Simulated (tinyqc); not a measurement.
Ballast resistance and gain from the on-state line.

Problem. At high current V = BV (1 + be)^(-1/n) + I Ro. Find Ro, the intercept and be.

Inputs (values chosen for the exercise): junction breakdown voltage BV = 8.4 V; exponent of the multiplication n = 3.1.

V at I = 5.7 and 11.4 mA/um (V): 6.6146510  9.1796510

Solution. The slope is Ro; the intercept over BV is (1 + be)^(-1/n).

Ro = 450.0 ohm um
intercept = 4.050 V
be = 8.600

Computed by the program tinyqc: `OMP_NUM_THREADS=1 python tinyqc.py 2670006 2670007 out.jsonl`, one thread of a shared Intel Xeon 2.30GHz, about 0.01 s for the whole run.
